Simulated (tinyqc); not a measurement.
Inside a calculation. Model: ellipsometry and reflectance of a transparent film on an absorbing substrate.

Computed by the program tinyqc: `OMP_NUM_THREADS=1 python tinyqc.py 2870126 2870127 out.jsonl`, one thread of a shared Intel Xeon 2.30GHz, about 0.01 s for the whole run. Printed values are rounded.

Air (index 1), film, substrate with N2 = n2 - i k2; time factor exp(+i w t). q_j = sqrt(N_j^2 - sin^2 th), root with positive real part. Fresnel coefficients r_s = (q_a - q_b)/(q_a + q_b), r_p = (N_b^2 q_a - N_a^2 q_b)/(N_b^2 q_a + N_a^2 q_b). tan(Psi) exp(i Delta) = R_p/R_s, Delta taken from 0 to 360 degrees.

Parameters, values chosen for the exercise; indices close to those of titanium dioxide on silicon:
```
symbol  value     unit                                  meaning
lam     632.8       nm                               wavelength
th         70  degrees                       angle of incidence
n1      2.381                     index of the transparent film
d          97       nm                           film thickness
n2      3.882                            index of the substrate
k2      0.019           extinction coefficient of the substrate
```

## Interface coefficients and thickness period

q0, q1, q2 and the coefficients r01 and r12 for p and s; the results repeat in d with the period lam/(2 q1).

q0 = 0.3420201
q1 = 2.187725
q2 = 3.766553-0.019582i
r01,p = -0.06028008
r01,s = -0.7296011
r12,p = 0.2138354-0.0021899i
r12,s = -0.2651667+0.0024167i
period = 144.6252 nm

## Psi, Delta and reflectances

beta = 2 pi d q1/lam, X = exp(-2 i beta), R = (r01 + r12 X)/(1 + r01 r12 X) for p and s.

beta = 2.107064 rad
X = -0.4778983+0.8784152i
R_p = -0.1616875+0.1859181i
R_s = -0.6895379-0.1279496i
Psi = 19.35791 degrees
Delta = 300.5004 degrees
|R_p|^2 = 0.06070842
|R_s|^2 = 0.4918336

The bare substrate gives Psi = 10.57 and Delta = 179.23 degrees.
